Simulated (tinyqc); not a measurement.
Kinetics of strain relaxation and threading dislocations in mismatched semiconductor layers. Changing the anneal time t. Computed by tinyqc, a small Python program. Command: `OMP_NUM_THREADS=1 python tinyqc.py 3011743 3011744 out.jsonl threading sweep`. One thread of a shared host (Intel(R) Xeon(R) Processor @ 2.30GHz), about 0.01 s of CPU time with the checks.

60-degree dislocations on {111} planes of a (001) layer, isotropic elasticity. The Schmid factor is 1/sqrt(6), and a misfit segment relieves strain with b/2.

Inputs (values chosen for the exercise, for a model layer):

| quantity | value | unit |
|---|---|---|
| misfit f | 0.0505 | - |
| shear modulus G | 50.1 | GPa |
| Poisson ratio nu | 0.31 | - |
| Burgers vector b | 4 | angstrom |
| glide activation energy Q | 1.5 | eV |
| velocity prefactor v0 | 7200 | m/s per MPa |
| layer thickness h | 7.8 | nm |
| anneal temperature T | 560 | K |
| initial thread density rho_0 | 3.5e+07 | 1/cm^2 |
| multiplication constant delta | 4900 | 1/m |

Sources: multiplication.

Constants: k_B = 8.617333262e-05 eV/K.

Method:
- Excess resolved stress tau = (1/sqrt 6) [2 G (1 + nu)/(1 - nu)] (e - e_eq), e_eq = b (1 - nu/4) [ln(h/b) + 1]/(4 pi (1 + nu) h), the Matthews-Blakeslee strain of an uncapped layer; glide velocity v = v0 tau exp(-Q/(k_B T)), tau in MPa.
- Threads run in two directions, so de/dt = -(b/4) rho v, and they multiply as d rho/dt = delta rho v. With x = e - e_eq, x0 = f - e_eq (fully strained at t = 0) and v = m S x (m the mobility, S x = tau): rho = rho_0 + (4 delta/b)(x0 - x), so dx/dt = -k x (a - x), k = delta m S, a = x0 + b rho_0/(4 delta): a logistic law, x = a/[1 + (a/x0 - 1) exp(k a t)].
- The half time is that at which x = x0/2.

One run for each value:

| anneal time t (s) | share of the excess strain relieved (%) | strain left e | thread density (1/cm^2) |
|---|---|---|---|
| 25 | 1.60 | 0.04987 | 3.807e+07 |
| 44 | 2.90 | 0.04937 | 4.055e+07 |
| 77 | 5.30 | 0.04843 | 4.514e+07 |
| 140 | 10.43 | 0.04642 | 5.497e+07 |
| 240 | 20.01 | 0.04268 | 7.332e+07 |
| 420 | 40.42 | 0.03470 | 1.124e+08 |
| 740 | 74.04 | 0.02156 | 1.768e+08 |
| 1300 | 96.58 | 0.01275 | 2.200e+08 |
| 2300 | 99.94 | 0.01143 | 2.264e+08 |
| 4000 | 100.00 | 0.01141 | 2.265e+08 |

Describe and explain the trends.

Over the rows, share of the excess strain relieved (%) rises from 1.60 to 100.0 (exponent d ln y / d ln x 1.0 between the first rows and 0.0011 between the last); strain left e falls from 0.0499 to 0.0114 (exponent d ln y / d ln x -0.018 between the first rows and -0.0039 between the last); thread density (1/cm^2) rises from 3.81e7 to 2.27e8 (exponent d ln y / d ln x 0.11 between the first rows and 9.7e-4 between the last). The curve is S-shaped: slow while threads breed, fast when both stress and density are high, slow again as the stress runs out.

Caution (all rows): at stresses above about 1 GPa the linear velocity law understates glide, as stress lowers the kink barrier. Caution (all rows): at such misfit the layer islands and relaxes during the first nanometres, so a uniform strained start is an idealisation. Caution (rows 77.0, 140, 240, 420, 740, 1300, 2300, 4000): blocking of threads by crossing misfit lines, left out here, leaves real layers with more strain.

Extremes, crossings and ranges named in words are read from the listed rows.
